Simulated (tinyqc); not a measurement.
BCS gap equation with a constant attraction inside the Debye window: one step, computed by the program tinyqc.

Pairs attract with strength V for |xi| < k_B Theta; N(0) is the density of states for one spin. Energies are given as temperatures (E/k_B, in K) unless marked.

Question. A tunnel junction of this metal. Ambegaokar-Baratoff: I_c R_n = (pi Delta/(2e)) tanh(Delta/2T); Josephson energy E_J = hbar I_c/(2e), given as E_J/h; inductance hbar/(2 e I_c); thermal quasiparticle fraction x = n_qp/(2 N(0) Delta) = sqrt(2 pi T/Delta) exp(-Delta/T), valid for T well below Delta.

Inputs (values chosen for the exercise, modelled on lead): Debye temperature Theta = 95.7 K; temperature T = 3.87 K; junction resistance R_n = 0.39 kilo-ohm.

Solver: bisection.

Delta(T) = 12.05231 K

Constants: k_B = 8.617333262e-05 eV/K; hbar = 1.054571817e-34 J s; e = 1.602176634e-19 C; h = 6.62607015e-34 J s.

Give: I_c R_n; critical current I_c; E_J/h; Josephson inductance; quasiparticle fraction x.

Answer.

I_c R_n = 1492.7 microvolt

critical current I_c = 3827.4 nA

E_J/h = 1901.0 GHz

Josephson inductance = 0.085988 nH

quasiparticle fraction x = 0.063080
